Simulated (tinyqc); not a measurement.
# Off-state leakage of single and stacked transistors, step by step

Computed by the program tinyqc: `OMP_NUM_THREADS=1 python tinyqc.py 2242191 2242192 out.jsonl`, one thread of a shared Intel Xeon 2.30GHz, about 0.03 s for the whole run. Printed values are rounded.

n-channel devices of unit width. Subthreshold current I(Vg, Vs, Vd) = I0 (T/300 K)^0.5 exp[(Vg - Vs - VT(T) - gb (Vs - Vb) + dd (Vd - Vs))/(nf Vt)] (1 - exp(-(Vd - Vs)/Vt)), VT(T) = VT - cT (T - 300 K). Gate-edge tunnelling Ig (Vd/1 V) exp(ag (Vd - 1 V)), for a gate at 0 V, and band-to-band leakage Ab u exp(-Bb/u), u = Vd - Vb + 1 V, flow at a drain held at V; both are taken as independent of T. In a stack of off transistors (all gates at 0 V) the same subthreshold current passes through each.

Inputs (values chosen for the exercise); values of the order met in bulk silicon logic transistors: temperature T = 330 K; supply voltage V = 0.7 V; threshold at 300 K, zero drain and body bias VT = 0.29 V; fall of the threshold with temperature cT = 0.5 mV/K; current at threshold at 300 K I0 = 0.22 uA/um; slope factor nf = 1.46; drain-induced lowering per volt dd = 0.13; rise of the threshold per volt of source-body bias gb = 0.2; gate-edge tunnelling current at 1 V Ig = 7e-5 uA/um; exponential slope of the gate current ag = 5.9 1/V; prefactor of band-to-band leakage at the drain Ab = 70 uA/(um V); its exponential voltage Bb = 22 V; body voltage Vb = 0 V.

Constants: q = 1.602176634e-19 C, kB = 1.380649e-23 J/K, Vt = kB T/q. Results are converted to the units shown.

## Leakage of one transistor

Vg = Vs = 0, Vd = V; effective threshold VT(T) - gb Vb - dd V.

effective threshold = 0.184 V
parts (nA/um): subthreshold 2.74424, gate edge 0.00834632, band-to-band 0.285276
total = 3.03786 nA/um
shares (%): subthreshold 90.3346, gate edge 0.274743, band-to-band 9.39069

The subthreshold part is the largest.

## Starting value

Vx = dd V/(1 + gb + 2 dd), the solution for Vx well above Vt, rounded to three decimals.

Vx at the start = 0.062 V

## Iteration 1: new Vx

Stack of two, Vx the node between them: I_low = I(0, 0, Vx), I_up = I(0, Vx, V), f = ln(I_up/I_low), f' = -(1 + gb + 2 dd)/(nf Vt) - 1/(Vt (exp(Vx/Vt) - 1)) - 1/(Vt (exp((V - Vx)/Vt) - 1)), Vx(new) = Vx - f/f'.

I_low = 0.330187 nA/um
I_up = 0.376586 nA/um
f = 0.131487
f' = -39.6457 1/V
Vx after iteration 1 = 0.0653166 V

## Iteration 2: new Vx

As before.

I_low = 0.338313 nA/um
I_up = 0.338629 nA/um
f = 9.31265e-4
f' = -39.0973 1/V
Vx after iteration 2 = 0.0653404 V

## Iteration 3: new Vx

As before.

I_low = 0.338370 nA/um
I_up = 0.338370 nA/um
f = 4.35964e-8
f' = -39.0937 1/V
Vx after iteration 3 = 0.0653404 V

## Course of the iteration

Stop when the step is below 1e-11 V, or after 40 iterations.

Course of the iteration:
```
iteration  Vx before the step (V)  step (V)
1                           0.062   3.32e-3
2                       0.0653166   2.38e-5
3                       0.0653404   1.12e-9
4                       0.0653404   < 1e-15
```

Converged in 4 iterations. The subthreshold current of the stack is 0.3384 nA/um, 8.11 times less than that of one transistor (the drain leakage is unchanged); the estimate exp[dd V (1 + gb + dd)/((1 + gb + 2 dd) nf Vt)] gives 7.36.
